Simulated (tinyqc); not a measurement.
Loss and coupling from a measured resonance.

Problem. An all-pass ring of radius Rr has F = FSR/FWHM = pi sqrt(a t)/(1 - a t) and Tmin = (a - t)^2/(1 - a t)^2; it is known to be undercoupled (t > a). a = 10^(-al L/20), L = 2 pi Rr, k2 = 1 - t^2, FSR = lam^2/(ng L). Find ng, al and k2.

Parameters, values chosen for the exercise: cold resonance wavelength lam = 1310 nm; ring radius Rr = 10 um.

FSR = 6.411403705 nm
FWHM = 8.847079714 pm
Tmin (linear) = 0.02824601945

Answer. The finesse gives the product a t, Tmin the difference |a - t|; the spectrum alone cannot tell which is which.

ng = 4.26
al = 3.50 dB/cm
k2 = 0.00360

Computed by the program tinyqc: `OMP_NUM_THREADS=1 python tinyqc.py 2650123 2650124 out.jsonl`, one thread of a shared Intel Xeon 2.30GHz, about 0.01 s for the whole run.
